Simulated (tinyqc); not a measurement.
Inside a calculation: donors on two lattice sites with valley-orbit split states. Values are carried at full precision from step to step, so a last printed digit may differ when a step is redone from the rounded ones.

Each donor binds at most one electron, in any of its states. For a site s, W_s = sum over its states of g exp(E/kT), and the ionised share is 1/(1 + W_s exp(eta)), eta = (EF - Ec)/kT; n = Nc F_1/2(eta); neutrality n + NA = ND x (mean ionised share, the two sites in equal numbers); holes are neglected. Nc from N = 2 (m kB T/(4 pi c))^(3/2) with c = hbar^2/2m0, in 1/angstrom^3; times 1e24 for 1/cm^3, m = md. F_j(eta) = (1/Gamma(j + 1)) integral_0^infinity x^j dx/(1 + exp(x - eta)), which tends to exp(eta) for eta << 0.

Constants: hbar^2/2m0 = 3.80998211 eV angstrom^2; kB = 8.617333262e-05 eV/K.

Inputs chosen for the exercise (near those of nitrogen in 4H-SiC; the results hold for these values, not for the real material):
```
symbol  value                    unit        meaning
md      0.84                     m0          density-of-states mass of the conduction band
E       (64.4, 56.2, 129.3, 80)  meV         binding energies of h ground, h excited, k ground, k excited
g       (2, 4, 2, 4)                         their degeneracies with spin
T       500                      K
ND      3.5e+17                  1/cm^3      donors, half on each site
NA      3.1e+16                  1/cm^3      compensating acceptors, all ionised
mu0     44                       cm^2/(V s)  mobility at heavy doping
mu1     989                      cm^2/(V s)  mobility at light doping and 300 K
Nr      1.9e+17                  1/cm^3      reference doping
de      0.61                                 doping exponent
ga      2.4                                  temperature exponent
```

## Partition sums of the neutral donor

Give each term g exp(E/kT), W_s, and the effective degeneracy W_s exp(-E_ground/kT).

Nc = 4.1568e+19 1/cm^3

terms: h ground 8.916, h excited 14.74, k ground 40.21, k excited 25.61

W_s: h 23.657, k 65.819

effective degeneracy: h 5.307, k 3.274

The ground state alone would give 2 and all states together 6 on each site; here the excited states hold 62 % and 39 % of the bound electrons on the h and k sites.

## Neutrality

Solve for eta.

eta = -5.120
n = 2.48e+17 1/cm^3

ionised share: h 0.876, k 0.718

n is 0.777 of ND - NA. The deeper k site is ionised 0.82 times as much as the h site.

## Mobility and resistivity

Mobility (Caughey-Thomas form): mu = mu0 + (mu1 (T/300)^(-ga) - mu0)/(1 + ((ND + NA)/Nr)^de); rho = 1/(e n mu), e = 1.602176634e-19 C.

Compare with full ionisation, n = ND - NA.

mu = 141.4 cm^2/(V s)
rho = 0.178 ohm cm
rho at full ionisation = 0.138 ohm cm

Incomplete ionisation raises rho by a factor 1.29.

## Checks

- n + NA against ND times the mean ionised share (1/cm^3): both 2.789e+17.

Run: tinyqc, `OMP_NUM_THREADS=1 python tinyqc.py 1681349 1681350 out.jsonl`; Intel(R) Xeon(R) Processor @ 2.30GHz, one thread, shared host; about 0.02 s of CPU time with all checks.
